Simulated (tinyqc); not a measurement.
From results back to parameters: shallow acceptor in the spherical four-band model. Four cases, with inputs chosen for the exercise.

Problem. The binding energy of the ground state was computed from a hidden mu.

The ground state 1S3/2 has an L = 0 part f(r) and an L = 2 part g(r). In units of Ry* and a*, with Gaussians f_i = exp(-a_i r^2), g_i = r^2 exp(-a_i r^2), A = a_i + a_j and I(n) = Gamma((n + 1)/2)/(2 A^((n + 1)/2)): S_ff = I(2), S_gg = I(6), H_ff = (6 a_i a_j/A) I(2) - 2 I(1), H_gg = (14 a_i a_j/A) I(6) - 2 I(5), H_fg = -mu [15 I(2) - 20 a_j I(4) + 4 a_j^2 I(6)]; each function is then normalised. The split-off band is left out.

Converged values use 22 exponents 2.2^i, i = -7 to 14, for f and for g.

Find: binding in Ry*; mu; heavy/light mass ratio (1 + mu)/(1 - mu).

Method. The binding in Ry* rises steadily with mu, so bisection finds one value.

Case 1.

Ry* = 25.534 meV
binding energy = 31.626 meV

Solution.

binding in Ry* = 1.239
mu = 0.459
heavy/light mass ratio (1 + mu)/(1 - mu) = 2.7

Case 2.

Ry* = 35.567 meV
binding energy = 56.408 meV

Solution.

binding in Ry* = 1.586
mu = 0.629
heavy/light mass ratio (1 + mu)/(1 - mu) = 4.4

Case 3.

Ry* = 4.019 meV
binding energy = 8.966 meV

Solution.

binding in Ry* = 2.231
mu = 0.762
heavy/light mass ratio (1 + mu)/(1 - mu) = 7.4

Case 4.

Ry* = 21.871 meV
binding energy = 27.218 meV

Solution.

binding in Ry* = 1.244
mu = 0.463
heavy/light mass ratio (1 + mu)/(1 - mu) = 2.7

Computed by tinyqc, one run a case: `OMP_NUM_THREADS=1 python tinyqc.py N N+1 out.jsonl` with N = 1282555, 1282644, 1282703, 1282713; one thread of a shared Intel(R) Xeon(R) Processor @ 2.30GHz, about 0.05 s a run at most.
